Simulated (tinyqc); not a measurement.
## Electron continuity equation in a given potential, Scharfetter-Gummel discretisation: three discretisations compared

Steady state in one dimension: J = q mu n E + q D dn/dx with E = -dpsi/dx and D = mu Vt, dJ/dx = q (n/tau - G), fixed densities nL and nR at the ends. The potential is given, psi = 0 for x < L/2 and U (2 x/L - 1) beyond, and is not changed by the electrons.

11 equal intervals. Fluxes J_i = (q D/h)(n_(i+1) P_i - n_i Q_i), d_i = (psi_(i+1) - psi_i)/Vt: Scharfetter-Gummel P = B(d), Q = B(-d), B(d) = d/(exp(d) - 1); central P = 1 - d/2, Q = 1 + d/2; upwind P = 1 + max(-d, 0), Q = 1 + max(d, 0). Balance at each inner node: J_i - J_(i-1) = q h (n_i/tau - G). The reference is Scharfetter-Gummel on 2200 intervals.

Inputs (values chosen for the exercise); mobility close to that of gallium arsenide at room temperature: temperature T = 350 K; electron mobility mu = 8090 cm^2/(V s); length of the region L = 0.18 um; density at x = 0 nL = 1.7e14 cm^-3; density at x = L nR = 0 cm^-3; lifetime tau = 2e-12 s; uniform generation rate G = 0 cm^-3 s^-1; potential difference psi(L) - psi(0) U = -0.58 V.

Constants: q = 1.602176634e-19 C, kB = 1.380649e-23 J/K, Vt = kB T/q. Results are converted to the units shown.

Densities (cm^-3):
```
node	Scharfetter-Gummel	central	upwind	reference
0	1.7000e14	1.7000e14	1.7000e14	1.7000e14
1	1.6546e14	1.6561e14	1.6514e14	1.6537e14
2	1.6182e14	1.6212e14	1.6118e14	1.6165e14
3	1.5908e14	1.5953e14	1.5811e14	1.5882e14
4	1.5721e14	1.5781e14	1.5591e14	1.5686e14
5	1.5619e14	1.5696e14	1.5456e14	1.5576e14
6	2.7119e13	1.0548e13	5.6057e13	2.7055e13
7	8.2056e11	-2.8476e12	1.2424e13	8.1862e11
8	2.4828e10	7.9384e11	2.7353e12	2.4769e10
9	7.5057e8	-1.9598e11	5.8389e11	7.4880e8
10	2.2045e7	7.3115e10	1.0612e11	2.1993e7
11	0	0	0	0
```

Largest errors as a share of the largest reference density listed: Scharfetter-Gummel 0.25 %, central 9.7 %, upwind 17 %. The largest |d| is 3.50. Central differences give 2 negative value(s), since P or Q changes sign once |d| exceeds 2. Upwinding stays positive but acts as if D were larger by the factor 1 + |d|/2, up to 2.75 here.

Range of the model: The drift velocity mu E exceeds 1e7 cm/s somewhere, where real mobilities no longer stay constant.

Program tinyqc, `OMP_NUM_THREADS=1 python tinyqc.py 2220124 2220125 out.jsonl`; Intel Xeon 2.30GHz, shared host, one thread, about 0.01 s.
